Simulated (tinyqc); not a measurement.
# Changing the atoms per cluster m

Model: solid solubility of a dopant against its melt (retrograde solidus), clustering and the electrically active fraction. Computed by tinyqc, a small Python program. Command: `OMP_NUM_THREADS=1 python tinyqc.py 3002159 3002160 out.jsonl retro sweep`. One thread of a shared host (Intel(R) Xeon(R) Processor @ 2.30GHz), about 0.01 s of CPU time with the checks.

Inputs (values chosen for the exercise):
```
quantity                                      value        unit
total dopant density N_t                    7.4e+20      1/cm^3
cluster scale N* at 1273 K                  3.9e+20      1/cm^3
activation energy E_b of the cluster scale     0.35          eV
anneal temperature T_a                         1250           K
mobility mu                                      95  cm^2/(V s)
```

Clustering: clusters of m atoms, electrons left out.

Constants: k_B = 8.617333262e-05 eV/K; e = 1.602176634e-19 C.

Method. A highly soluble donor (another dopant than that of the solidus) is limited by clustering. Donors N_a are active, and clusters hold m atoms each: N_t = N_a + m C, m C = N* (N_a/N*)^m, with N*(T) = N*(1273 K) exp[-(E_b/k_B)(1/T - 1/1273)]. Resistivity = 1/(e mu N_a).

One run for each value:
```
atoms per cluster m  active density N_a (1/cm^3)  active fraction
2                                     3.6925e+20          0.49899
3                                     3.6888e+20          0.49849
4                                     3.6866e+20          0.49818
5                                     3.6851e+20          0.49798
6                                     3.6840e+20          0.49784
```

Describe the trends.

Over the rows, active density N_a (1/cm^3) falls from 3.693e20 to 3.684e20 (exponent d ln y / d ln x -0.0025 between the first rows and -0.0016 between the last); active fraction falls from 0.4990 to 0.4978 (exponent d ln y / d ln x -0.0025 between the first rows and -0.0016 between the last).

Caution (all rows): this clustering law is a generic form; degeneracy and a doping-dependent mobility are left out.
